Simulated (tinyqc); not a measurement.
Short-channel transistor, virtual-source model with series resistance: one step of the calculation.

The current per gate width is the charge at the top of the source barrier (the virtual source) times its velocity times a saturation function; al and be are fitting constants of the model. Units: I in uA/um, Rs in ohm um, so I Rs = 1e-6 I Rs in volts; Q in uC/cm^2, so I = 1e-4 Q vx0 Fsat with vx0 in cm/s.

Question. Current through the series resistance. Intrinsic voltages Vg' = Vgs - I Rs, Vd' = Vds - 2 I Rs. n = n0 + nd Vd', VT = VT0 - dl Vd', Ff = 1/(1 + exp((Vg' - VT + al Vt/2)/(al Vt))), Q = Cinv n Vt ln(1 + exp((Vg' - VT + al Vt Ff)/(n Vt))), Vdsat = (vx0 L/mu)(1 - Ff) + Vt Ff, Fsat = u/(1 + u^be)^(1/be) with u = Vd'/Vdsat, and I(out) = Q vx0 Fsat per width. (Fsat takes the sign of u.) I(new) = I + 0.5 (I(out) - I).

Values chosen for this exercise: temperature T = 250 K; inversion capacitance Cinv = 3.57 uF/cm^2; velocity at the virtual source vx0 = 5.19e6 cm/s; apparent mobility mu = 1200 cm^2/(V s); channel length L = 12 nm; threshold at zero drain voltage VT0 = 0.39 V; drain-induced barrier lowering dl = 0.194 V/V; subthreshold factor n0 = 1.57; growth of n with drain voltage nd = 0.05 1/V; threshold shift (in units of Vt) from weak to strong inversion al = 3.5; sharpness of saturation be = 2; series resistance of each contact Rs = 70 ohm um; gate voltage Vgs = 0.51 V; drain voltage Vds = 0.6 V.

Constants: q = 1.602176634e-19 C, kB = 1.380649e-23 J/K, Vt = kB T/q. Results are converted to the units shown.

I after iteration 2 = 311.95263 uA/um

Find: Vg'; Vd'; VT; Ff; Q; Vdsat; Fsat; I(out); I after iteration 3.

Answer.

Vg' = 0.48816 V
Vd' = 0.55633 V
VT = 0.28207 V
Ff = 0.037934
Q = 0.74624 uC/cm^2
Vdsat = 0.0058103 V
Fsat = 0.99995
I(out) = 387.28 uA/um
I after iteration 3 = 349.61 uA/um

Numbers from tinyqc (`OMP_NUM_THREADS=1 python tinyqc.py 2380059 2380060 out.jsonl`; about 0.01 s on one thread of a shared Intel Xeon 2.30GHz).
